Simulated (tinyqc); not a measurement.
What each parameter does: Wannier function of the lower band of a two-orbital chain.

H(k) = [[-d/2 - 2 ta cos k, -t1 - t2 exp(-ik)], [-t1 - t2 exp(ik), d/2 - 2 tb cos k]], k in 1/a, Bloch sums with exp(ikR) and without the positions inside the cell. Mesh k_j = 2 pi j/N. Projection gauge: each lower eigenvector u is multiplied by the phase that makes <trial|u> real and positive (the one-band case of Loewdin orthogonalisation). Wannier amplitudes w(R) = (1/N) sum_k exp(ikR) u(k); hoppings H(R) = (1/N) sum_k exp(-ikR) E(k).

Values chosen for the exercise:
```
symbol  value  unit     meaning
d       1.37   eV       A at -d/2, B at +d/2
t1      1.33   eV       A-B in the cell
t2      0.53   eV       B to A of the next cell
ta      0.16   eV       A-A between cells
tb      0.14   eV       B-B between cells
xb      0.49   a        position of B (A at 0)
th      45     degrees  trial orbital cos(th) A + sin(th) B in cell 0
```

N = 24: centre (folded into [0, 1)) and Omega_I from overlaps M_j = u_j^+ diag(1, exp(-i b xb)) u_(j+1), b = 2 pi/N: centre = -(1/2 pi) Im ln prod M_j, Omega_I = mean(1 - |M_j|^2)/b^2; and the first two hoppings H(R).

Results for these values:
```
case,centre (a),Omega_I (a^2),H(1) (eV),H(2) (eV)
base,0.1170,0.0596,-0.3843,0.0181
```

What happens to each result for t1 = 1.48 eV, all else kept?

Answer: centre rises from 0.1170 to 0.1298; Omega_I rises from 0.0596 to 0.0602; H(1) falls from -0.3843 to -0.3899; H(2) falls from 0.0181 to 0.0175.

The same for each parameter in turn:
```
case,centre (a),Omega_I (a^2),H(1) (eV),H(2) (eV)
base,0.1170,0.0596,-0.3843,0.0181
d = 1.67 eV,0.0990,0.0528,-0.3740,0.0157
t1 = 1.48 eV,0.1298,0.0602,-0.3899,0.0175
t2 = 0.43 eV,0.1229,0.0553,-0.3426,0.0123
ta = 0.26 eV,0.1237,0.0616,-0.4580,0.0210
xb = 0.54 a,0.1304,0.0689,-0.3843,0.0181
th = 55 degrees,0.1170,0.0596,-0.3843,0.0181
```

The trial angle is a choice of gauge and moves none of these; xb enters the position operator alone, so it leaves the hoppings.

tinyqc: `OMP_NUM_THREADS=1 python tinyqc.py 1481377 1481378 out.jsonl`; about 0.1 s, one thread, shared Intel(R) Xeon(R) Processor @ 2.30GHz.
